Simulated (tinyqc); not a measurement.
# Trap density from two Hall measurements

Question. p-type body, charge-sheet picture, full ionisation (an idealisation for deep acceptors), Boltzmann statistics for free electrons. e = Ec - EF at the surface. psi = Eg - Vt ln(Nv/Na) - e; N_dep = sqrt(2 eps0 eps_r Na (psi - Vt)/q); n_f = sqrt(N_dep^2 + 2 eps0 eps_r Vt Nc exp(-e/Vt)/q) - N_dep; Vg = Vfb + psi + q (N_dep + n_t + n_f)/Cox, Cox = eps0 eox/tox. Find e and n_t at both points and the mean trap density between them.

Values chosen for this exercise; band and dielectric values close to those of gallium nitride: temperature T = 300 K; band gap Eg = 3.42 eV; relative permittivity eps_r = 9.55; conduction-band density of states at T Nc = 2.26e18 cm^-3; valence-band density of states at T Nv = 4.52e19 cm^-3; relative permittivity of the insulator eox = 3.9; insulator thickness tox = 76 nm; acceptor density Na = 6.5e16 cm^-3; flat-band voltage without trapped charge Vfb = -2.5 V.

Constants: q = 1.602176634e-19 C, kB = 1.380649e-23 J/K, Vt = kB T/q, eps0 = 8.8541878128e-14 F/cm where lengths are in cm. Results are converted to the units shown.

Vg (V): 9.3071107  13.343773
free sheet density from the Hall effect (cm^-2): 9.1206692e9  1.2071680e11

Solution. Each n_f fixes e; what the gate voltage holds beyond psi, N_dep and n_f is trapped; the difference quotient is the density, smeared over a few Vt.

e (eV): 0.08100  0.01300
n_t (cm^-2): 9.716e11  1.970e12
mean trap density = 1.468e13 cm^-2 eV^-1

Numbers from tinyqc (`OMP_NUM_THREADS=1 python tinyqc.py 2222185 2222186 out.jsonl`; about 0.02 s on one thread of a shared Intel Xeon 2.30GHz).
